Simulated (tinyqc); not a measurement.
# Resonant-tunnelling diode, transfer matrices and Tsu-Esaki current: two studies

Emitter (band edge 0), barrier d1, well Lw, barrier d2, spacer ds, collector (edge -V). The bias drops linearly over these layers and none in the contacts; each layer is cut into ns equal slices, flat at the value of their centres. E is the energy of motion across the layers, C = hbar^2/(2 m0), psi and psi'/m are continuous. Transport is coherent, T(E) is taken as independent of the transverse momentum, and charge in the well is ignored.

Parameters, values chosen for the exercise; masses and offsets of a made-up heterostructure:
- T = 300 K (temperature)
- mw = 0.047 m0 (mass in the well, spacer and contacts)
- U1 = 0.22 eV (barrier height)
- m1 = 0.11 m0 (barrier mass)
- d1 = 2.4 nm (emitter barrier)
- Lw = 6.2 nm (well width)
- d2 = 2.4 nm (collector barrier)
- ns = 4 (slices in each layer)
- ds = 3.8 nm (undoped spacer after the collector barrier)
- Ef = 0.043 eV (Fermi energy of both contacts above their band edges)

Constants: q = 1.602176634e-19 C, kB = 1.380649e-23 J/K, hbar = 1.054571817e-34 J s, m0 = 9.1093837015e-31 kg, Vt = kB T/q, hbar^2/(2 m0) = 0.0380998212 eV nm^2. Results are converted to the units shown.

Each table varies one quantity; the others keep the values above.

## Current against voltage

For the pair (psi, psi'/m) a flat layer has M = [[cos kd, (m/k) sin kd], [-(k/m) sin kd, cos kd]] with k = sqrt(m (E - U)/C) above its edge U, and M = [[cosh Kd, (m/K) sinh Kd], [(K/m) sinh Kd, cosh Kd]] with K = sqrt(m (U - E)/C) below it. Later slices stand to the left. With M acting on (psi, psi'/m) and v = k/m in each lead, T(E) = 4 vL vR/[(vL vR M12 - M21)^2 + (vR M11 + vL M22)^2]. J = J0 times the integral over E > 0 of T(E) N(E), N = ln[(1 + exp((Ef - E)/Vt))/(1 + exp((Ef - V - E)/Vt))], J0 = q^2 mw m0 kB T/(2 pi^2 hbar^3) (times 1e-4 for A/cm^2 per eV). The integral is converged to the digits shown.

Current against voltage:
```
V (V)  J (kA/cm^2)
0.016        36.60
0.037        77.85
0.058        112.1
0.079        138.9
0.1          155.5
0.121        154.3
0.142        111.6
0.164        33.70
0.185        24.15
0.206        22.32
0.227        22.80
0.248        24.62
0.269        27.54
```

Among the rows the current peaks at 155 kA/cm^2 at V = 0.1 V and falls to 22.3 kA/cm^2 at 0.206 V, a ratio of 6.97. At zero bias the resonance lies at 0.0578 eV and the centre of the well takes the share 0.372 of the bias, so the level should reach the emitter band edge near V = 0.155 V; beyond that only the tail of the broadened level (width 5.92 meV at zero bias) and off-resonant tunnelling carry current. Without scattering and space charge the valley comes out far lower than in a real diode.

## Resonance against bias

The resonance is the first maximum of T(E) for E > 0, G its full width at half maximum. For a sharp resonance J = J0 (pi G/2) Tp N(Er), with Er the peak energy, Tp the peak transmission and G the full width at half maximum (in eV).

Resonance against bias:
```
V (V)   Er (eV)      Tp  G (meV)  J (kA/cm^2)  one-resonance J (kA/cm^2)
0.016   0.05183  0.9961    5.846        36.60                      38.28
0.035   0.04471  0.9807    5.770        74.23                      77.63
0.054   0.03752  0.9515    5.701        106.1                      111.0
0.074   0.02989  0.9028    5.631        133.3                      139.4
0.093   0.02259  0.8345    5.562        151.4                      158.5
0.113   0.01485  0.7288    5.470        157.7                      165.3
0.132  0.007502  0.5683    5.322        140.3                      147.2
```

Er falls from 0.0518 to 0.00750 eV, by 0.382 eV a volt, against the share 0.372 of the bias at the centre of the well. Tp falls from 0.996 to 0.568: the bias makes equal barriers unequal. The one-resonance current is 4.6 % above the full integral in the first row and 4.9 % above it in the last.

Program tinyqc, `OMP_NUM_THREADS=1 python tinyqc.py 2600006 2600007 out.jsonl`; Intel Xeon 2.30GHz, shared host, one thread, about 0.4 s.
